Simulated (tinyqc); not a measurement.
MOS inversion layer, Poisson-Schroedinger loop: course of the self-consistent loop.

Electrons confined at an insulator interface at z = 0, treated as a hard wall; parabolic valleys, Hartree approximation, no image or exchange terms. The depletion charge lies far deeper than the electrons and gives a uniform field q Nd/(eps0 eps_r); the gate balances all charge. Energies are counted from the band edge at the interface.

V0 = q Nd z/(eps0 eps_r) in eV.

Tridiagonal Hamiltonian with psi = 0 one step beyond both ends: H_ii = C (1/m_(i-1/2) + 1/m_(i+1/2))/hz^2 + V0_i + U_i, H_(i,i+1) = -C/(m_(i+1/2) hz^2), C = hbar^2/(2 m0). The lowest 2 level(s) are kept, normalised to hz sum |psi|^2 = 1. The mass is the same on all intervals.

Level k holds N_k = D_k Vt ln(1 + exp((EF - E_k)/Vt)) with D = 4 md1 m0 q/(pi hbar^2) per eV (spin included); EF is fixed by sum N_k = Ns.

n_i = sum_k N_k |psi_k|^2 (converted to cm^-3). Hartree part by Gauss: on the interval before node i the electrons still beyond are S_i = Ns - hz sum_(j<i) n_j, and U_i = U_(i-1) + q S_i hz/(eps0 eps_r) in eV, U_0 = 0 at the interface. Mixing: U(new) = U + a (U(out) - U).

Start from U = 0. Stop when the largest |U(out) - U| is below 1e-7 eV, or after 120 rounds.

Values chosen for this exercise; masses and permittivity close to those of germanium (100):
```
symbol   value   unit                                     meaning
T          300      K                                 temperature
eps_r     15.8                              relative permittivity
mz1      0.118     m0  mass along z of valley set A (4 valley(s))
md1      0.295     m0    in-plane density-of-states mass of set A
Ns      5.5e12  cm^-2                  sheet density of electrons
Nd      6.4e11  cm^-2           sheet density of depletion charge
hz         1.3     nm                                   mesh step
a          0.5                                      mixing factor
```

Constants: q = 1.602176634e-19 C, kB = 1.380649e-23 J/K, hbar = 1.054571817e-34 J s, m0 = 9.1093837015e-31 kg, Vt = kB T/q, eps0 = 8.8541878128e-14 F/cm where lengths are in cm, hbar^2/(2 m0) = 0.0380998212 eV nm^2. Results are converted to the units shown.

| node | z (nm) |
|---|---|
| 1 | 1.3 |
| 2 | 2.6 |
| 3 | 3.9 |
| 4 | 5.2 |
| 5 | 6.5 |
| 6 | 7.8 |
| 7 | 9.1 |
| 8 | 10.4 |
| 9 | 11.7 |
| 10 | 13 |
| 11 | 14.3 |
| 12 | 15.6 |
| 13 | 16.9 |
| 14 | 18.2 |
| 15 | 19.5 |

Course of the iteration:

| round | level A1 (eV) | EF (eV) | largest \|U(out) - U\| (eV) |
|---|---|---|---|
| 1 | 0.0602058 | 0.0384405 | 0.384 |
| 2 | 0.172084 | 0.154975 | 0.0756 |
| 3 | 0.204200 | 0.186689 | 0.0357 |
| 4 | 0.219558 | 0.201841 | 0.0169 |
| 5 | 0.226965 | 0.209165 | 8.03e-3 |
| 6 | 0.230536 | 0.212705 | 3.81e-3 |
| 7 | 0.232262 | 0.214418 | 1.84e-3 |
| 8 | 0.233100 | 0.215251 | 8.95e-4 |
| 9 | 0.233508 | 0.215657 | 4.38e-4 |
| ... | ... | ... | ... |
| 13 | 0.233877 | 0.216024 | 2.56e-5 |
| 14 | 0.233888 | 0.216036 | 1.26e-5 |
| 15 | 0.233894 | 0.216042 | 6.24e-6 |
| 16 | 0.233897 | 0.216045 | 3.09e-6 |
| 17 | 0.233898 | 0.216046 | 1.53e-6 |
| 18 | 0.233899 | 0.216047 | 7.57e-7 |
| 19 | 0.233899 | 0.216047 | 3.75e-7 |
| 20 | 0.233900 | 0.216047 | 1.86e-7 |
| 21 | 0.233900 | 0.216047 | 9.24e-8 |

Did this iteration meet its convergence test, and what does its course show?

Yes. Converged in 21 rounds. Towards the end the residual shrinks by a factor of about 0.50 a round.

Program tinyqc, `OMP_NUM_THREADS=1 python tinyqc.py 2160083 2160084 out.jsonl`; Intel Xeon 2.30GHz, shared host, one thread, about 0.5 s.
